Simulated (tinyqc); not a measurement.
Wafer bonding and layer transfer: bond energy, gap closing, particles, bonding of dissimilar wafers and hydrogen blisters. Changing the particle radius h. Computed by tinyqc, a small Python program. Command: `OMP_NUM_THREADS=1 python tinyqc.py 3019580 3019581 out.jsonl bond sweep`. One thread of a shared host (Intel(R) Xeon(R) Processor @ 2.30GHz), about 0.01 s of CPU time with the checks.

gamma is the energy per area of each of the two surfaces; plates are isotropic, and both wafers have E1 and t1.

Inputs (values chosen for the exercise, with wafer 1 close to silicon): Young's modulus E1 = 133 GPa; Poisson ratio nu = 0.18; thickness t1 = 625 micrometre; blade thickness t_b = 100 micrometre; crack length L = 11.9 mm.

Pair: two equal wafers.

Method. Two cantilevers opened by t_b: gamma = 3 t_b^2 E1 t1^3 E2 t2^3/(16 L^4 (E1 t1^3 + E2 t2^3)). E' = E1/(1 - nu^2), equal wafers assumed. Void radius in the plate regime: R_v = [(2/3) E' t1^3/gamma]^(1/4) h^(1/2). Below h_crit = 5 sqrt(t1 gamma/E') the wafers deform locally and R_v is of the order of h (taken as h).

One run for each value:
```
particle radius h (micrometre)  void radius (micrometre)  critical particle radius (micrometre)
0.01                                           1.000e-02                                 0.4154
0.024                                          2.400e-02                                 0.4154
0.056                                          5.600e-02                                 0.4154
0.13                                           1.300e-01                                 0.4154
0.32                                           3.200e-01                                 0.4154
0.75                                           1.697e+03                                 0.4154
1.8                                            2.629e+03                                 0.4154
4.2                                            4.015e+03                                 0.4154
10                                             6.196e+03                                 0.4154
```

What does the table show, and why?

At the high end the exponent of void radius is 0.50, close to 0.50: plate bending. The void radius jumps by orders of magnitude at the critical particle size, where bending of the whole wafer takes over.
